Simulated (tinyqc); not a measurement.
# Ferroelectric with a first-order transition, Landau-Devonshire energy: depolarisation in a thin film

One domain with free energy u = al P^2 + be P^4 + ga P^6 - E P, al = a0 (T - T0), be < 0 < ga (P in uC/cm^2, E in kV/cm, u in mJ/cm^3). Equilibrium: E = 2 al P + 4 be P^3 + 6 ga P^5; a state is stable against small changes where dE/dP > 0. The coercive field is that of uniform switching, which real films, switching by domains, do not reach.

Imperfect screening, an effective length ls = 0.006 nm at each electrode, adds the energy ls P^2/(eps0 t), so al becomes al + ls/(eps0 t) and T0 falls by ls/(eps0 a0 t) (short-circuited film, background permittivity neglected). Ps^2 = [-be + sqrt(be^2 - 3 al ga)]/(3 ga); Pc^2 = [-3 be + sqrt(9 be^2 - 15 al ga)]/(15 ga), Ec = -E(Pc); susceptibility chi = 1/(eps0 dE/dP). TC = T0 + be^2/(4 a0 ga), where u(Ps) = u(0); T1 = T0 + be^2/(3 a0 ga), where the polar minimum disappears.

Parameters, values chosen for the exercise: slope of the quadratic coefficient a0 = 0.012 kV cm/(uC K); Curie-Weiss temperature T0 = 450 K; quartic coefficient be = -0.0022 kV cm^5/uC^3; sixth-order coefficient ga = 2.7e-6 kV cm^9/uC^5; temperature T = 430 K.

Constants: eps0 = 8.8541878128e-14 F/cm where lengths are in cm. Results are converted to the units shown.

Results:

| t (nm) | fall of T0 (K) | Ps (uC/cm^2) | depolarising field 2 ls Ps/(eps0 t) (kV/cm) | u(Ps) (mJ/cm^3) |
|---|---|---|---|---|
| 85 | 66.44 | 18.50 | 29.49 | 41.26 |
| 130 | 43.44 | 21.66 | 22.58 | -73.46 |
| 330 | 17.11 | 23.47 | 9.640 | -235.3 |
| 520 | 10.86 | 23.81 | 6.207 | -277.3 |
| 830 | 6.804 | 24.02 | 3.923 | -305.1 |
| 1300 | 4.344 | 24.15 | 2.517 | -322.3 |
| 2100 | 2.689 | 24.23 | 1.563 | -333.9 |
| 3200 | 1.765 | 24.27 | 1.028 | -340.4 |

Estimate the missing row, t = 210 nm.

Computed row:

| t (nm) | fall of T0 (K) | Ps (uC/cm^2) | depolarising field 2 ls Ps/(eps0 t) (kV/cm) | u(Ps) (mJ/cm^3) |
|---|---|---|---|---|
| 210 | 26.89 | 22.88 | 14.77 | -172.3 |

With this row back in the table: As the film thickens from 85 to 3200 nm, Ps rises from 18.5 to 24.3 uC/cm^2 (bulk 24.4) and the depolarising field falls from 29.5 to 1.03 kV/cm. The polar state is the lowest for t > 98.5 nm and exists at all for t > 80.9 nm.

Computed by the program tinyqc: `OMP_NUM_THREADS=1 python tinyqc.py 2860071 2860072 out.jsonl`, one thread of a shared Intel Xeon 2.30GHz, about 0.01 s for the whole run.
